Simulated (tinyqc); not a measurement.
One-electron ion in a basis of Gaussians, step by step. One step of it, computed by the program tinyqc.

Problem. Matrices over normalised Gaussians. With p = a_i + a_j and I(k) = Gamma((k+1)/2) / (2 p^((k+1)/2)): S = I(2l+2), T = (2l+3) a_i a_j S / p, V = -Z I(2l+1), each divided by sqrt(S_ii S_jj).

exponents of r^l exp(-a r^2) (1/bohr^2): 3.355000  10.850000  35.100000  113.500000

Z = 6

l = 0

Give: S; T; V.

Solution.

S, lower triangle:
```
        1       2       3       4
1  1.0000
2  0.7829  1.0000
3  0.4240  0.7828  1.0000
4  0.1930  0.4240  0.7830  1.0000
```

T (hartree), lower triangle:
```
        1        2        3         4
1  5.0325
2  6.0190  16.2750
3  3.8952  19.4644  52.6500
4  1.8869  12.5979  62.9723  170.2500
```

V (hartree), lower triangle:
```
          1         2         3          4
1  -17.5375
2  -19.9780  -31.5381
3  -17.8012  -35.9268  -56.7250
4  -14.1260  -32.0129  -64.6189  -102.0045
```
